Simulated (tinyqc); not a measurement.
Elastic trap-assisted tunnelling through a dielectric: two steps of the calculation.

Emitter at x = 0 (Fermi level 0), collector at x = t (Fermi level -V), band edge U(x) = phi - F x, F = V/t. A trap at x has the energy E = U(x) - Et. With G(u) = (4/(3 F)) sqrt(mo/C) max(u, 0)^1.5, C = hbar^2/(2 m0): S1 = G(phi - E) - G(Et), S2 = G(Et) - G(phi - V - E), T1,2 = exp(-S1,2). The steady rate through one trap is nu T1 T2 (f1 - f2)/(T1 + T2), f1 = f(E), f2 = f(E + V), f(y) = 1/(1 + exp(y/Vt)); both contacts offer states at E.

Inputs (values chosen for the exercise); dielectric values close to those of hafnium oxide:
- T = 350 K (temperature)
- phi = 1.53 eV (barrier above the emitter Fermi level)
- mo = 0.2 m0 (tunnelling mass)
- t = 4.3 nm (thickness)
- Et = 1.44 eV (trap depth below the band edge of the dielectric)
- Nt = 2.3e17 cm^-3 (trap density)
- nu = 1e13 1/s (attempt frequency)
- n = 9 (points of the grid)
- V = 1.26 V (voltage)
- xa = 0.76 nm (left end of the grid)
- xb = 2.94 nm (right end of the grid)

Constants: q = 1.602176634e-19 C, kB = 1.380649e-23 J/K, hbar = 1.054571817e-34 J s, m0 = 9.1093837015e-31 kg, Vt = kB T/q, hbar^2/(2 m0) = 0.0380998212 eV nm^2. Results are converted to the units shown.

Task 1. Rate through a trap near the best position. n equally spaced x from xa to xb, where nearly all of the current flows; J = q Nt times the integral of the rate, by Simpson's rule.

Give: x; E; S1; S2; f1 - f2; rate; J.

Result 1.

```
point  x (nm)    E (eV)      S1      S2  f1 - f2  rate (1/s)
0      0.7600  -0.13270   4.337  15.351  0.98787    2.1277e6
1      1.0325  -0.21255   5.966  14.520  0.99913    4.9365e6
2      1.3050  -0.29240   7.633  13.618  0.99994    1.2152e7
3      1.5775  -0.37224   9.337  12.649   1.0000    3.0975e7
4      1.8500  -0.45209  11.077  11.618   1.0000    5.6899e7
5      2.1225  -0.53194  12.853  10.528   1.0000    2.3856e7
6      2.3950  -0.61179  14.663   9.382   1.0000    4.2631e6
7      2.6675  -0.69164  16.507   8.184   1.0000    6.7738e5
8      2.9400  -0.77149  18.385   6.934   1.0000    1.0361e5
```

J = 0.13075 A/cm^2

Task 2. The best-placed trap against direct tunnelling. At x = xs: E, S1, S2 and the occupation (T1 f1 + T2 f2)/(T1 + T2). Direct tunnelling at E = 0 has S = (4/(3 F)) sqrt(mo/C) [phi^1.5 - max(phi - V, 0)^1.5].

xs = 1.85 nm

Wanted: E; S1; S2; occupation; S of direct tunnelling.

Result 2.

E = -0.4521 eV
S1 = 11.08
S2 = 11.62
occupation = 0.6320
S of direct tunnelling = 18.27

Range of the model: Phonon-assisted (inelastic) capture, chains of traps and a spread of trap depths are left out.

Computed by the program tinyqc: `OMP_NUM_THREADS=1 python tinyqc.py 2370104 2370105 out.jsonl`, one thread of a shared Intel Xeon 2.30GHz, about 0.03 s for the whole run.
